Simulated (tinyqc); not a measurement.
Coherent transport through a tight-binding region between two chains, step by step. Computed by tinyqc, a small Python program that keeps every step. Settings: temperature = 300, mu = -0.4. Command: `OMP_NUM_THREADS=1 python tinyqc.py 22702 22703 out.jsonl` (the two numbers bound the seeds that draw the settings). One thread of a shared host (Intel(R) Xeon(R) Processor @ 2.60GHz), about 0.09 s of CPU time with the checks.

## Transmission at E = 0.05 eV

H of the central region (eV):
```
[[0.000000, -1.710000, 0.000000, 0.000000, 0.000000, 0.000000],
 [-1.710000, 0.520000, -1.710000, 0.000000, 0.000000, 0.000000],
 [0.000000, -1.710000, 0.520000, -0.370000, 0.000000, 0.000000],
 [0.000000, 0.000000, -0.370000, 0.520000, -1.820000, 0.000000],
 [0.000000, 0.000000, 0.000000, -1.820000, 0.520000, -0.810000],
 [0.000000, 0.000000, 0.000000, 0.000000, -0.810000, 0.000000]]
```

Leads: semi-infinite chains with site energy 0:
```
parameter                           value
lead hopping t (eV)              2.720000
coupling to the left lead (eV)   0.960000
coupling to the right lead (eV)  0.590000
left contact site                       1
right contact site                      6
```

E = 0.050000 eV

Surface Green function g = (E - i sqrt(4 t^2 - E^2)) / (2 t^2); self-energy tc^2 g on each contact site; G = (E - H - Sigma)^(-1); Gamma = -2 Im Sigma; T = Gamma_L Gamma_R |G_LR|^2; local density of states -Im G_ii / pi.

g = 0.003379-0.367632i 1/eV

G (1/eV):
```
[[-0.792538-1.206787i, 0.367420+0.190117i, 0.893524+1.259041i, -0.563059+0.720673i, -0.327056-0.069851i, 1.075371-1.659822i],
 [0.367420+0.190117i, 0.027595-0.078011i, 0.224960-0.211559i, 0.158228+0.091801i, -0.004872+0.066716i, -0.358352-0.167558i],
 [0.893524+1.259041i, 0.224960-0.211559i, -0.831693-1.317189i, 0.606548-0.695442i, 0.325717+0.088188i, -1.173866+1.613768i],
 [-0.563059+0.720673i, 0.158228+0.091801i, 0.606548-0.695442i, 0.039209-1.307669i, 0.436267-0.196314i, 0.165042+2.824310i],
 [-0.327056-0.069851i, -0.004872+0.066716i, 0.325717+0.088188i, 0.436267-0.196314i, 0.046445-0.068625i, 0.281264+0.401281i],
 [1.075371-1.659822i, -0.358352-0.167558i, -1.173866+1.613768i, 0.165042+2.824310i, 0.281264+0.401281i, -0.207634-6.113137i]]
```

local density of states (1/eV): [0.384132, 0.024832, 0.419274, 0.416244, 0.021844, 1.945872]

transmission = 0.678372

## Transmission across the band

The same steps on a grid of energies.

T(E):
```
E (eV)              T
-5.16800000  1.34e-10
-4.65120000  1.44e-09
-4.13440000  1.07e-08
-3.61760000  9.06e-08
-3.10080000  1.12e-06
-2.58400000  0.000035
-2.06720000  0.009894
-1.55040000  0.556900
-1.03360000  0.004327
-0.51680000  0.008286
0.00000000   0.493360
0.51680000   0.055989
1.03360000   0.002077
1.55040000   0.000721
2.06720000   0.001488
2.58400000   0.019075
3.10080000   0.000480
3.61760000   3.50e-06
4.13440000   1.70e-07
4.65120000   1.38e-08
5.16800000   9.28e-10
```

levels of the isolated region (eV): [-2.073053, -1.524912, 0.036212, 0.317784, 2.448355, 2.875614]

## Current

I = (2e/h) int T(E) [f(E - mu - V/2) - f(E - mu + V/2)] dE at 300 K with mu = -0.4 eV, the bias not changing H; 2e^2/h = 77.48092 microsiemens; the integral runs over the band on 4001 points.

Current:
```
V (volt)  I (microampere)
0.010000         0.011453
0.050000         0.057532
0.100000         0.116743
0.200000         0.247719
0.400000         0.640362
0.800000         4.084080
```
